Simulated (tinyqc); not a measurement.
Lattice vibrations of a chain, step by step. One step of it, computed by the program tinyqc.

Question. Frequencies. omega^2 are the eigenvalues; wavenumber = 521.4708 sqrt(eigenvalue) 1/cm.

D(q) (eV/(angstrom^2 u)):
$$\begin{pmatrix}
0.328843 & -0.546978+0.045230i \\
-0.546978-0.045230i & 0.927969
\end{pmatrix}$$

Give: eigenvalues; wavenumbers; weights |e|^2 of the mass-weighted modes.

Answer.

eigenvalues: [0.003, 1.254]

wavenumbers (1/cm): [29.2, 583.9]

weights |e|^2 of the mass-weighted modes, order atom 1, atom 2:
$$\begin{pmatrix}
0.740 & 0.260 \\
0.260 & 0.740
\end{pmatrix}$$
